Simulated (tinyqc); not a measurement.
# Bulk transistor, scale length and short-channel effects, step by step

tinyqc, about 0.01 s, one thread, Intel Xeon 2.30GHz (shared host): `OMP_NUM_THREADS=1 python tinyqc.py 2420172 2420173 out.jsonl` Printed values are rounded.

A gate, an insulator of thickness ti and a depleted layer of depth ts on a conducting body. Below threshold the potential that source and drain add obeys Laplace's equation and vanishes on the gate and at the bottom of the depleted layer. Its lowest mode decays along the channel as exp(-k y); k is the smallest positive root of the matching condition at the interface, and the scale length is Lambda = pi/k.

Values chosen for this exercise; permittivities: semiconductor made up, insulator close to that of aluminium oxide:
- T = 300 K (temperature)
- eps_r = 12.5 (relative permittivity of the semiconductor)
- ei = 8.59 (relative permittivity of the insulator)
- ti = 3 nm (insulator thickness)
- ts = 29 nm (depletion depth)
- L = 86 nm (channel length)
- Vbi = 0.89 V (potential of the source)
- sT = 0.43 V (potential of the barrier top at threshold)
- VTL = 0.48 V (long-channel threshold)
- m = 1.15 (long-channel body factor)
- Vds = 0.8 V (drain voltage)

Constants: q = 1.602176634e-19 C, kB = 1.380649e-23 J/K, Vt = kB T/q. Results are converted to the units shown.

## Scan of the matching condition

k, point 0 to 7 (1/nm): [0.0175, 0.035, 0.0525, 0.07, 0.0875, 0.105, 0.1225, 0.14]

f(k) = eps_r sin(k ti) cos(k ts) + ei cos(k ti) sin(k ts).

f(k), point 0 to 7: [4.74221, 7.94808, 8.56844, 6.37600, 2.04249, -3.06697, -7.31930, -9.32700]

The first change of sign lies between k = 0.0875 and 0.105 1/nm.

## Iteration 1: decay constant by Newton steps

k at the start = 0.0875 1/nm

f(k) = eps_r sin(k ti) cos(k ts) + ei cos(k ti) sin(k ts); f' by a central difference with +/- 1e-5 1/nm; k(new) = k - f/f'.

f = 2.04249
f' = -285.035 nm
k after iteration 1 = 0.0946658 1/nm

## Iteration 2: decay constant by Newton steps

As before.

f = -0.0481268
f' = -295.800 nm
k after iteration 2 = 0.0945031 1/nm

## Course of the iteration: decay constant by Newton steps

Stop when k changes by less than 1e-10 1/nm, or after 30 iterations.

Course of the iteration:
```
iteration   k (1/nm)  |change| (1/nm)
1          0.0946658          7.17e-3
2          0.0945031          1.63e-4
3          0.0945030          1.77e-8
4          0.0945030          < 1e-15
```

Converged in 4 iterations. The change falls from 0.0072 in the first iteration to below the tolerance in the last.

## Scale length against simple estimates

k = 0.0945030 1/nm

Lambda = pi/k and l = 1/k. A parabolic potential across the structure gives l(parabolic) = sqrt((eps_r/ei) ts ti).

Lambda = 33.2433 nm
l = 10.5817 nm
l(parabolic) = 11.2517 nm

The parabolic estimate is 6.3 % above l.

## Threshold shift, barrier position and swing

Along the channel psi(y) = s + a exp(y/l) + b exp(-y/l) with psi(0) = Vbi, psi(L) = Vbi + Vds and l = 1/k = Lambda/pi; with A = Vbi - s, B = A + Vds, x = exp(-L/l): a = (B - A x) x/(1 - x^2), b = (A - B x)/(1 - x^2). The minimum is s + 2 sqrt(a b), at y = (l/2) ln(b/a). The long-channel potential follows the gate as s = sT + (Vg - VTL)/m, and the threshold VT is the gate voltage at which the minimum equals sT. Swing = m Vt ln 10/g at threshold, g = d(minimum)/ds = 1 - (b x + a)/((1 + x) sqrt(a b)).

s at threshold = 0.402791 V
a = 3.80168e-4 V
b = 0.486828 V
position of the minimum = 37.8562 nm
VT = 0.448710 V
swing = 71.1967 mV/decade

The threshold lies 31.3 mV below the long-channel value, and the barrier top sits at 0.44 L from the source.
